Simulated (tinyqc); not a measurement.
Crystal pulling from the melt: segregation, interface stability, heat balance and point-defect regime: one step, computed by the program tinyqc.

A dilute solute; steady pulling with a flat interface unless it is found unstable.

Task: Concentration at the frozen fraction g. Axial profile: C_s = k_eff C0 (1 - g)^(k_eff - 1); bulk melt C_L = C_s/k_eff. Usable fraction: the g at which C_s has changed by 30 % from its first value (0.99 at most).

Inputs (values chosen for the exercise, modelled on carbon in silicon): initial melt concentration C0 = 4.3e+17 1/cm^3; frozen fraction g = 0.85.

Loss from the melt surface: none.

k_eff = 0.1140987

Give: C_s; C_L; usable fraction.

Result:

C_s = 2.6342e+17 1/cm^3

C_L = 2.3087e+18 1/cm^3

usable fraction = 0.25633

C_s rises along the crystal.
